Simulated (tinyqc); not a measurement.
# Insulator thickness and V0 from two charges

Question. In an undoped wire Vg - V0 = Q/Cox + Vt ln(Q/Q0) + Vt ln(1 + Q/Q0) at the source, with Q0 = 4 eps0 eps_r Vt/R and Cox = eps0 eox/(R ln(1 + tox/R)). Find Cox, tox and V0.

Values chosen for this exercise; material values close to those of silicon: temperature T = 273 K; relative permittivity of the semiconductor eps_r = 11.5; relative permittivity of the gate insulator eox = 22.4; wire radius R = 4 nm.

Constants: q = 1.602176634e-19 C, kB = 1.380649e-23 J/K, Vt = kB T/q, eps0 = 8.8541878128e-14 F/cm where lengths are in cm. Results are converted to the units shown.

Qs at Vg = 0.88 and 1.28 V (nC/cm^2): [817.55816, 2051.7478]

Answer. The two equations are linear in 1/Cox and V0; tox follows by inverting the logarithm.

Cox = 3.427 uF/cm^2
tox = 13.00 nm
V0 = 0.5776 V

Program tinyqc, `OMP_NUM_THREADS=1 python tinyqc.py 2460044 2460045 out.jsonl`; Intel Xeon 2.30GHz, shared host, one thread, about 0.02 s.
